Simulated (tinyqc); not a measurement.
Inside a calculation. Method: empirical pseudopotential in a few plane waves. Computed by tinyqc, a small Python program that keeps every step. Settings: plane-wave index or count = 15. Command: `OMP_NUM_THREADS=1 python tinyqc.py 30006 30007 out.jsonl` (the two numbers bound the seeds that draw the settings). One thread of a shared host (Intel(R) Xeon(R) Processor @ 2.60GHz), about 0.2 s of CPU time with the checks.

## Bloch Hamiltonian at k

Parameters chosen for this model: fcc lattice, atoms at +/- a/8 (1,1,1); form factors in rydberg at |G|^2 in units of (2 pi/a)^2:
```
parameter                 value      unit
a                      5.980000  angstrom
VS(3)                 -0.221000        Ry
VS(8)                  0.015000        Ry
VS(11)                 0.039000        Ry
VA(3)                         0        Ry
VA(4)                         0        Ry
VA(11)                        0        Ry
hbar^2/2m (2 pi/a)^2   4.206107        eV
```

k point k (2 pi / a): 0.400000  -0.410000  0.120000

Basis: the 15 shortest G (labels in 2 pi/a), the same at every k. H(G,G') = c |k + G|^2 delta + VS(|G-G'|^2) cos((G-G').tau) + i VA sin((G-G').tau), tau = a/8 (1,1,1); 1 Ry = 13.605693 eV.

H(k) at k (eV):
```
           +0+0+0     -1-1-1     -1-1+1     -1+1-1     -1+1+1     +1-1-1     +1-1+1     +1+1-1
+0+0+0   1.440592   2.126170  -2.126170  -2.126170  -2.126170  -2.126170  -2.126170  -2.126170
-1-1-1   2.126170  13.133568   0.000000   0.000000  -0.204085   0.000000  -0.204085  -0.204085
-1-1+1  -2.126170   0.000000  15.152500   0.204085   0.000000   0.204085   0.000000   0.000000
-1+1-1  -2.126170   0.000000   0.204085   6.235553   0.000000   0.204085   0.000000   0.000000
-1+1+1  -2.126170  -0.204085   0.000000   0.000000   8.254485   0.000000   0.204085   0.204085
+1-1-1  -2.126170   0.000000   0.204085   0.204085   0.000000  19.863339   0.000000   0.000000
+1-1+1  -2.126170  -0.204085   0.000000   0.000000   0.204085   0.000000  21.882270   0.204085
+1+1-1  -2.126170  -0.204085   0.000000   0.000000   0.204085   0.000000   0.204085  12.965324
+1+1+1   2.126170   0.000000  -0.204085  -0.204085   0.000000  -0.204085   0.000000   0.000000
-2+0+0   0.000000  -2.126170  -2.126170  -2.126170   2.126170   0.375206  -0.375206  -0.375206
+0-2+0   0.000000  -2.126170  -2.126170   0.375206  -0.375206  -2.126170   2.126170  -0.375206
+0+0-2   0.000000  -2.126170   0.375206  -2.126170  -0.375206  -2.126170  -0.375206   2.126170
+0+0+2   0.000000  -0.375206   2.126170  -0.375206  -2.126170  -0.375206  -2.126170   0.375206
+0+2+0   0.000000  -0.375206  -0.375206   2.126170  -2.126170  -0.375206   0.375206  -2.126170
+2+0+0   0.000000  -0.375206  -0.375206  -0.375206   0.375206   2.126170  -2.126170  -2.126170

           +1+1+1     -2+0+0     +0-2+0     +0+0-2     +0+0+2     +0+2+0     +2+0+0
+0+0+0   2.126170   0.000000   0.000000   0.000000   0.000000   0.000000   0.000000
-1-1-1   0.000000  -2.126170  -2.126170  -2.126170  -0.375206  -0.375206  -0.375206
-1-1+1  -0.204085  -2.126170  -2.126170   0.375206   2.126170  -0.375206  -0.375206
-1+1-1  -0.204085  -2.126170   0.375206  -2.126170  -0.375206   2.126170  -0.375206
-1+1+1   0.000000   2.126170  -0.375206  -0.375206  -2.126170  -2.126170   0.375206
+1-1-1  -0.204085   0.375206  -2.126170  -2.126170  -0.375206  -0.375206   2.126170
+1-1+1   0.000000  -0.375206   2.126170  -0.375206  -2.126170   0.375206  -2.126170
+1+1-1   0.000000  -0.375206  -0.375206   2.126170   0.375206  -2.126170  -2.126170
+1+1+1  14.984255  -0.375206  -0.375206  -0.375206  -2.126170  -2.126170  -2.126170
-2+0+0  -0.375206  11.535248   0.204085   0.204085  -0.204085  -0.204085   0.000000
+0-2+0  -0.375206   0.204085  25.163034   0.204085  -0.204085   0.000000  -0.204085
+0+0-2  -0.375206   0.204085   0.204085  16.246087   0.000000  -0.204085  -0.204085
+0+0+2  -2.126170  -0.204085  -0.204085   0.000000  20.283950   0.204085   0.204085
+0+2+0  -2.126170  -0.204085   0.000000  -0.204085   0.204085  11.367004   0.204085
+2+0+0  -2.126170   0.000000  -0.204085  -0.204085   0.204085   0.204085  24.994789
```

## Levels at k

Diagonalise the Hermitian matrix.

eigenvalues (eV): -1.151324  4.110686  7.249629  8.481458  11.271675  13.226587  13.618418  14.761828  15.717032  18.156183  19.116623  20.842951  23.491284  26.020739  28.588229

## Bands along a path

The same steps at evenly spaced points between the labelled ones.

Bands along the path (eV), lowest eight:
```
k            band 1    band 2    band 3    band 4     band 5     band 6     band 7     band 8
L         -0.266858  2.557472  8.374086  8.374086   9.915803  13.287741  13.287741  16.610085
L-G 0.20  -0.774825  3.205287  8.372641  8.372641   9.937761  13.223593  13.223593  16.739826
L-G 0.40  -1.398204  4.389801  8.511384  8.511384  10.129963  13.247449  13.247449  15.403972
L-G 0.60  -1.901822  5.849004  8.756241  8.756241  10.388623  13.067484  13.067484  13.713132
L-G 0.80  -2.217823  7.457828  9.024213  9.024213  10.245130  12.600527  12.640349  12.640349
G         -2.324892  8.981765  9.152158  9.152158   9.152158  12.414235  12.414235  12.414235
G-X 0.20  -2.181811  7.336724  8.786786  8.786786  10.797296  11.955117  13.005032  13.005032
G-X 0.40  -1.754907  5.695671  8.130806  8.130806  11.230594  11.980010  14.326878  14.326878
G-X 0.60  -1.051479  4.158721  7.585016  7.585016  10.723350  11.553037  15.949005  15.958830
G-X 0.80  -0.084532  2.744413  7.276751  7.276751  10.559105  10.735636  17.770403  17.770403
X          1.126412  1.484088  7.251102  7.251102  10.219677  10.790556  19.747312  19.747312
```

With 4 band(s) filled, the highest filled level on these points lies at G and the lowest empty one at G: the bands touch or overlap, so there is no gap. This holds for the small fixed basis; with all plane waves up to |k + G|^2 = 21 (2 pi/a)^2 the gap along the path is 0.44 eV.

## Convergence with the number of plane waves

Levels at G counted from the fourth one.

Levels (eV):
```
plane waves     level 1   level 5   level 8
9            -14.739127  0.000000  0.816342
15           -11.477050         0  3.262077
27           -11.012343  0.302857  2.929814
51           -10.941094  0.421533  3.064221
59           -10.942223  0.451282  2.951458
65           -10.948488  0.451282  2.939800
89           -10.936982  0.444794  2.948084
```
